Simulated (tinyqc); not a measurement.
Comparisons within one model: plasmons of a degenerate electron gas in the random-phase approximation. A value that a table varies takes the place of the one given here.

Zero temperature, parabolic band: kF = (3 pi^2 n)^(1/3), EF = c kF^2/m, Ep^2 = 8 pi c e2 n/(m eb), qTF^2 = 6 pi e2 n/(eb EF), c = hbar^2/2m0, e2 = e^2/(4 pi eps0), n in 1/angstrom^3 (1e-24 per 1/cm^3).

Lindhard function: eps(q, E)/eb = 1 + (qTF/q)^2 (f1 + i f2) with z = q/(2 kF), u = E/(hbar vF q), hbar vF = 2 c kF/m; f1 = 1/2 + [h(z - u) + h(z + u)]/(8 z), h(x) = (1 - x^2) ln|(x + 1)/(x - 1)|; f2 = pi u/2 for z + u < 1, (pi/(8 z))(1 - (z - u)^2) for |z - u| < 1 < z + u, else 0. Pairs exist for c (q^2 - 2 q kF)/m < E < c (q^2 + 2 q kF)/m.

Constants: hbar^2/2m0 = 3.80998211 eV angstrom^2; e^2/(4 pi eps0) = 14.39964547 eV angstrom; a0 (Bohr radius) = 0.5291772105 angstrom.

Parameters, chosen for this exercise (mass and background constant near those of InP; polar phonons, which mix with the plasmon in the real crystal, and the rise of the mass with filling are left out; the results hold for these values, not for the real material): n = 1e+18 1/cm^3 (electron density); m = 0.0823 m0 (mass); eb = 9.16 (background dielectric constant); ed = 3.9 (dielectric constant of the surroundings); d = 50 angstrom (film thickness); qp = 0.0146 1/angstrom (wave vector of the plasmon).

## Dispersion and weight of the plasmon

Short formula: E^2 = Ep^2 + (3/5)(hbar vF q)^2 + (c q^2/m)^2; qc is where the plasmon meets the top of the continuum. The weight is the share of the f-sum that the plasmon carries, 2E/(Ep^2 d(eps/eb)/dE); a dash marks no undamped root.

Energies (meV):
```
q (1/angstrom)   q/kF  top of continuum  plasmon  short formula  weight
0.00177         0.057             5.215    42.95          42.95   1.000
0.00442         0.143             13.56    43.90          43.89   0.999
0.00707         0.229             22.56    45.69          45.61   0.996
0.00972         0.314             32.22    48.40          48.10   0.984
0.0124          0.401             42.64    52.24          51.35   0.946
0.0141          0.456             49.59    55.40          53.78   0.891
0.0159          0.514             57.25    59.58          56.66   0.764
0.0171          0.553             62.52    63.07          58.75   0.568
0.0194          0.627             72.99        -          63.13       -
0.0230          0.743             90.37        -          70.94       -
```

qc = 0.01767 1/angstrom

Ep = 42.77 meV. The plasmon rises from 42.95 to 63.07 meV just before qc, 47 % above Ep. The short formula errs by -0.63 % at q/kF = 0.31 and -6.85 % next to qc. The weight falls from 1.000 to 0.568 as pairs take over the sum.

## Density dependence

n is multiplied by the factor listed.

Results:
```
factor     rs  EF (meV)  Ep (meV)  Ep/EF  qc/kF  alpha = 3 EF/(5 Ep)
0.10    2.269     9.546     13.52  1.417  0.765                0.423
0.20    1.801     15.15     19.13  1.262  0.701                0.475
0.50    1.327     27.91     30.24  1.083  0.624                0.554
1.0     1.053     44.31     42.77  0.965  0.571                0.622
2.0     0.836     70.33     60.48  0.860  0.523                0.698
5.0     0.616     129.6     95.63  0.738  0.465                0.813
10      0.489     205.7     135.2  0.658  0.425                0.912
```

Over two decades Ep grows by 10.0 (n^(1/2)) and EF by 21.5 (n^(2/3)), so Ep/EF falls from 1.417 to 0.658 as sqrt(rs), and qc/kF from 0.765 to 0.425: in a dense gas the plasmon enters the continuum earlier on the scale of kF. alpha is the coefficient in E = Ep + alpha hbar^2 q^2/(m m0). The random-phase values are only rough in the rows with rs above about 2 (up to 2.3 here); in a doped crystal the Mott density, below which donors bind the electrons, lies near rs = 2.4 when rs is formed with the static constant.

## Thin film modes against wave vector (bulk, surface, particle and sheet plasmons)

Drude medium eps = eb (1 - Ep^2/E^2), no retardation. A film of thickness d has modes eps = -ed coth(q d/2) (lower) and eps = -ed tanh(q d/2) (upper); a sheet with ns = n d has E^2 = 4 pi c e2 ns q/(m ed). One surface: eps = -ed; small sphere: eps = -2 ed.

Modes (meV):
```
q d    q (1/angstrom)  lower  upper  sheet
0.020        0.000400  6.479  42.68  6.554
0.050         0.00100  10.07  42.54  10.36
0.10          0.00200  13.86  42.32  14.66
0.20          0.00400  18.63  41.89  20.73
0.50           0.0100  25.84  40.70  32.77
1.0            0.0200  30.85  39.09  46.35
2.0            0.0400  34.25  37.16  65.54
4.0            0.0800  35.62  36.01  92.69
8.0             0.160  35.81  35.82  131.1
```

bulk, surface, sphere (meV): 42.77  35.82  31.43

At small q d the lower mode tends to the sheet law sqrt(q) (within 5 % up to q d = 0.05 of the values listed) and the upper one starts near the bulk value. At q d = 8 the two are 0.0072 meV apart around the surface value 35.82 meV. Retardation, left out here, matters where q is below about three times sqrt(ed) E/(hbar c), hbar c = 1973.27 eV angstrom: that holds for 0 of the rows (from the top) for the lower mode and 0 for the upper one. From q d = 1 on q exceeds half of kF = 0.0309 1/angstrom, where a local dielectric function has failed; it does so earlier, once hbar vF q nears the mode energy. The film is thinner than half a Fermi wavelength, pi/kF, so a real one would be quantised.

## What moves the plasmon

The plasmon is taken at qp. Each row changes one parameter from the base and keeps the others.

Results:
```
case                    Ep (meV)  plasmon at qp (meV)  qc (1/angstrom)
base                       42.77                56.46          0.01767
n = 1.2e+18 1/cm^3         46.85                60.72          0.01835
m = 0.0946 m0              39.89                50.95          0.01864
eb = 8.244                 45.08                58.02          0.01840
qp = 0.0102 1/angstrom     42.77                49.00          0.01767
```

The largest shifts from the base row, up to three for each result and ties (the steps differ in size, so this ranks the rows, not the parameters). Ep (meV): n +4.08, m -2.88, eb +2.31; unchanged at the printed digits by qp. plasmon at qp (meV): qp -7.46, m -5.51, n +4.26. qc (1/angstrom): m +0.000967, eb +0.000727, n +0.000675; unchanged at the printed digits by qp.

Run: tinyqc, `OMP_NUM_THREADS=1 python tinyqc.py 1651870 1651871 out.jsonl`; Intel(R) Xeon(R) Processor @ 2.30GHz, one thread, shared host; about 0.01 s of CPU time with all checks.
